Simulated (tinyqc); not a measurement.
Nanowire ballistic transistor, top-of-the-barrier model: one step of the calculation.

At the top of the source barrier, states moving towards the drain are filled by the source (Fermi level 0) and states moving back by the drain (Fermi level -q Vd); nothing scatters. U is the shift of the band edge there, set by the capacitances CG, CD and CS (the total) and by the charge. Parabolic one-dimensional subband; the source is grounded.

Problem. Self-consistent potential at the barrier top. eta1 = -(E0 + U)/Vt, eta2 = eta1 - Vd/Vt, n = (N0/2)[F_(-1/2)(eta1) + F_(-1/2)(eta2)], F_(-1/2)(x) = (1/sqrt(pi)) int_0^infinity u^(-1/2)/(1 + exp(u - x)) du. U(out) = UL + q (n - n0)/CS. U(new) = U + 0.2 (U(out) - U).

Parameters, values chosen for the exercise; mass and valleys close to those of indium arsenide:

| symbol | value | unit | meaning |
|---|---|---|---|
| T | 150 | K | temperature |
| E0 | 0.26 | eV | band edge at the barrier top above the source Fermi level at zero bias |
| Vd | 0.5 | V | drain voltage |

Constants: q = 1.602176634e-19 C, kB = 1.380649e-23 J/K, Vt = kB T/q. Results are converted to the units shown.

U at the start (U = UL) = -0.467 eV
N0 = 5.6538141e5 cm^-1
CS = 20.065184 pF/cm
n0 = 0.0010392643 cm^-1
UL = -0.467 eV

Find: eta1; eta2; n; U(out); U after iteration 1.

Solution.

eta1 = 16.01
eta2 = -22.67
n = 1.274e6 cm^-1
U(out) = -0.4568 eV
U after iteration 1 = -0.4650 eV

Numbers from tinyqc (`OMP_NUM_THREADS=1 python tinyqc.py 2400098 2400099 out.jsonl`; about 0.04 s on one thread of a shared Intel Xeon 2.30GHz).
